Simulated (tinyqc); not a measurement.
# Joule-heated wire on a substrate, fin equation: effect of the width of the hot spot as a share of L

A wire of length L loses heat along itself to two contacts and sideways to the substrate: kap A theta'' - g theta + p = 0 with theta = T - T0 and p(x) = p0 exp(-((x/L - x0)/sg)^2/2). The ends are held at T0. Constant conductivity, diffusive heat flow.

The equation is solved on 800 equal steps and the peak is the largest node value. LH = sqrt(kap A/g); the share is the integral of g theta over that of p.

Parameters, values chosen for the exercise:

| symbol | value | unit | meaning |
|---|---|---|---|
| kap | 23 | W/(m K) | conductivity along the wire |
| A | 69 | nm^2 | cross-section |
| g | 0.69 | W/(m K) | conductance per length to the substrate |
| L | 280 | nm | length between the contacts |
| Rc | 0 | K/uW | thermal resistance of each contact |
| p0 | 0.14 | uW/nm | peak heating per length |
| x0 | 0.7 |  | place of the hot spot as a share of L |

The same in every row: LH (nm) = 47.96; L/LH = 5.838.

Effect of the width of the hot spot as a share of L:
```
sg,peak theta (K),peak/(p0/g),share to the substrate (%)
0.03,37.57,0.1852,80.73
0.06,65.93,0.3249,79.82
0.09,87.36,0.4306,78.26
0.12,103.5,0.5102,76.40
0.15,115.7,0.5704,74.90
0.18,125.2,0.6168,73.89
0.21,132.6,0.6535,73.18
0.24,138.6,0.6832,72.58
```

What does the comparison show?

As sg goes from 0.03 to 0.24, the peak theta rises from 37.6 to 139 K and the share of heat to the substrate falls from 80.7 to 72.6 %; L/LH is 5.84 throughout.

Program tinyqc, `OMP_NUM_THREADS=1 python tinyqc.py 2520031 2520032 out.jsonl`; Intel Xeon 2.30GHz, shared host, one thread, about 0.01 s.
